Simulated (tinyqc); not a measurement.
Worked calculation: LDA (PW92) atom on a uniform radial grid, spin-unpolarised, for C(2+). Computed by tinyqc, a small Python program that keeps every step. Settings: Z = 6, points = 192, R = 9.1, functional = lda,pw, mixing = 0.2, iteration cap = 57. Command: `OMP_NUM_THREADS=1 python tinyqc.py 20150 20151 out.jsonl` (the two numbers bound the seeds that draw the settings). One thread of a shared host (Intel(R) Xeon(R) Processor @ 2.60GHz), about 0.9 s of CPU time with the checks.

Spherical atom on a uniform radial grid r_j = j h with h = R/(N + 1), h sum u^2 = 1 and integrals as h times sums, u(0) = u(R) = 0 (atomic units):

| parameter | value |
|---|---|
| Z | 6 |
| points N | 192 |
| R | 9.100000 |
| h | 0.047150 |
| mixing | 0.200000 |
| electrons in 1s | 2 |
| electrons in 2s | 2 |

Three-point differences turn -u''/2 + [l(l+1)/2r^2 - Z/r + V] u = e u into a tridiagonal matrix (diagonal 1/h^2 + potential, off-diagonal -1/2h^2). D = sum f u^2; the Hartree potential y/r solves y'' = -D/r with y(0) = 0, y(R) = N_e; v_xc comes from rho = D/(4 pi r^2); E = sum f e - int D V + int D (V_H/2 + eps_xc); V(new) = V + mixing (V_H + v_xc - V).

Stop when input and output potentials agree to 1e-7.

Course of the cycle (hartree):

| iteration | E | e(1s) | e(2s) | largest \|V(out) - V(in)\| |
|---|---|---|---|---|
| 1 | -34.5502913 | -17.65358 | -4.47771 | 1.01e+01 |
| 2 | -34.8686754 | -16.12381 | -3.77208 | 7.77e+00 |
| 3 | -35.0762566 | -14.94038 | -3.23674 | 5.99e+00 |
| 4 | -35.2098259 | -14.02558 | -2.82915 | 4.61e+00 |
| 5 | -35.2947439 | -13.31899 | -2.51775 | 3.54e+00 |
| 6 | -35.3481482 | -12.77362 | -2.27908 | 2.72e+00 |
| 7 | -35.3814106 | -12.35300 | -2.09562 | 2.08e+00 |
| 8 | -35.4019530 | -12.02881 | -1.95424 | 1.59e+00 |
| 9 | -35.4145472 | -11.77909 | -1.84504 | 1.22e+00 |
| 10 | -35.4222207 | -11.58684 | -1.76054 | 9.29e-01 |
| 11 | -35.4268717 | -11.43890 | -1.69505 | 7.09e-01 |
| ... | ... | ... | ... | ... |
| 47 | -35.4338817 | -10.94750 | -1.46531 | 4.97e-05 |
| 48 | -35.4338817 | -10.94749 | -1.46530 | 3.91e-05 |
| 49 | -35.4338817 | -10.94748 | -1.46530 | 3.07e-05 |
| 50 | -35.4338817 | -10.94748 | -1.46529 | 2.41e-05 |
| 51 | -35.4338817 | -10.94747 | -1.46529 | 1.90e-05 |
| 52 | -35.4338817 | -10.94747 | -1.46529 | 1.49e-05 |
| 53 | -35.4338817 | -10.94747 | -1.46529 | 1.17e-05 |
| 54 | -35.4338817 | -10.94747 | -1.46528 | 9.22e-06 |
| 55 | -35.4338817 | -10.94746 | -1.46528 | 7.25e-06 |
| 56 | -35.4338817 | -10.94746 | -1.46528 | 5.70e-06 |
| 57 | -35.4338817 | -10.94746 | -1.46528 | 4.49e-06 |

Can the last value be used, and what does the course show?

Not by the stop rule, although the second column moves by less than 1e-07 over the last three steps; and the uniform grid itself carries an error of order h^2 at the cusp, far above the threshold. Not converged within 57 iterations: the residual falls steadily but slowly, by a factor of about 0.79 a step. Reruns (cap 100 unless said): mixing 0.3: converged in 46; mixing 0.6: converged in 19; the original settings with a cap of 400: converged in 74. Even converged, this uniform grid resolves the cusp poorly and misses the energy of the atom.
